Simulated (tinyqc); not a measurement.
# Inputs raised by 10 %, one at a time

Model: chemically amplified photoresist: aerial image, acid generation, bake, development and line width. Computed by tinyqc, a small Python program. Command: `OMP_NUM_THREADS=1 python tinyqc.py 3010881 3010882 out.jsonl resist sens`. One thread of a shared host (Intel(R) Xeon(R) Processor @ 2.30GHz), about 0.05 s of CPU time with the checks.

Lines and spaces of pitch p with a two-beam-like image; x = 0 is the middle of the bright space. The resist is positive and treated as uniform in depth.

Inputs (values chosen for the exercise, for a model resist at 13.5 nm):
```
quantity                                         value     unit
pitch p                                             26       nm
image contrast c                                   0.9        -
mean dose E                                       5.05  mJ/cm^2
Dill parameter C                                 0.027  cm^2/mJ
quencher load q, relative to the acid generator  0.094        -
acid diffusivity D                               0.027   nm^2/s
bake time t                                         90        s
amplification rate k_amp                         0.069      1/s
threshold protection m_th                         0.51        -
development selectivity n                            5        -
largest rate r_max                                 980     nm/s
smallest rate r_min                              0.067     nm/s
resist thickness d                                  29       nm
development time t_d                                30        s
photon energy                                    91.84       eV
absorption coefficient alpha                       6.1     1/um
```

Method:
- Dose E(x) = E [1 + c cos(2 pi x/p)]; acid h = 1 - exp(-C E(x)).
- Bake: the acid image is blurred by a Gaussian of variance sigma^2 = 2 D t (each Fourier term k of h, taken on 64 points, is multiplied by exp(-4 pi^2 k^2 D t/p^2)).
- Cosine coefficients: h(x) = sum_k h_k cos(2 pi k x/p).
- The quencher then removes q, h_eff = max(h_blurred - q, 0); protection m = exp(-k_amp t h_eff).
- Mack rate r = r_max (a + 1)(1 - m)^n/(a + (1 - m)^n) + r_min, a = ((n + 1)/(n - 1))(1 - m_th)^n.
- Edge: vertical development clears the film where r t_d >= d; the space width is twice the x where r = d/t_d.
- Dose sensitivity = d ln(width)/d ln E from widths at 1.005 E and E/1.005; image log-slope at the edge = |d ln E/dx|, normalised by the width (NILS); latitude for 10 % of width = 10 %/sensitivity.
- The edge lies at x = width/2.
- Absorbed photons per volume N = E(edge) alpha/(photon energy), 1 mJ/cm^2 = 62.41509 eV/nm^2, alpha in 1/nm; a Gaussian blur averages over a volume V = (2 sqrt(pi) sigma)^3; relative noise 1/sqrt(N V); edge noise sigma_x = (dh/d ln E) noise/|dh/dx|, with both derivatives of the blurred acid at the edge.

Runs:
```
input moved                   from      to  space width (nm)  dose sensitivity  edge noise from photons (nm)  dose latitude (%)
base run                         -       -            13.851           0.69151                        1.5902             14.461
mean dose E (mJ/cm^2)         5.05   5.555            14.728           0.60180                        1.4822             16.617
image contrast c               0.9    0.99            13.749           0.63078                        1.4376             15.853
Dill parameter C (cm^2/mJ)   0.027  0.0297            14.728           0.60180                        1.5545             16.617
acid diffusivity D (nm^2/s)  0.027  0.0297            13.854           0.70079                        1.5009             14.270
bake time t (s)                 90      99            14.038           0.68074                        1.4938             14.690
largest rate r_max (nm/s)      980    1078            13.891           0.68705                        1.5884             14.555
threshold protection m_th     0.51   0.561            14.065           0.66828                        1.5808             14.964
```

Exponents ln(y'/y) / ln(x'/x):
```
input                      space width  dose sensitivity  edge noise from photons  dose latitude
mean dose E                      0.645            -1.458                   -0.738          1.458
image contrast c                -0.077            -0.965                   -1.059          0.965
Dill parameter C                 0.645            -1.458                   -0.238          1.458
acid diffusivity D               0.002             0.140                   -0.606         -0.140
bake time t                      0.141            -0.165                   -0.656          0.165
largest rate r_max               0.031            -0.068                   -0.012          0.068
threshold protection m_th        0.161            -0.359                   -0.062          0.359
```

To which inputs is each result most sensitive?

Among the inputs moved here: space width answers most in size to mean dose E (exponent +0.645), and about equally to Dill parameter C (+0.645). Dose sensitivity answers most in size to mean dose E (exponent -1.458), and about equally to Dill parameter C (-1.458). Edge noise from photons answers most in size to image contrast c (exponent -1.059), next to mean dose E (-0.738). Dose latitude answers most in size to mean dose E (exponent +1.458), and about equally to Dill parameter C (+1.458).

Caution (all rows): lateral development, standing waves and the joint diffusion of acid and quencher are left out, so widths are indicative. Caution (rows base run, mean dose E, image contrast c, Dill parameter C, largest rate r_max, threshold protection m_th): with under about ten photons in the blur volume a Gaussian noise estimate is unreliable. Caution (all rows): the noise counts photons alone (acid and quencher statistics add to it) and takes the film as thicker than the blur; a thinner film averages in two dimensions only.

Extremes, crossings and ranges named in words are read from the listed rows.
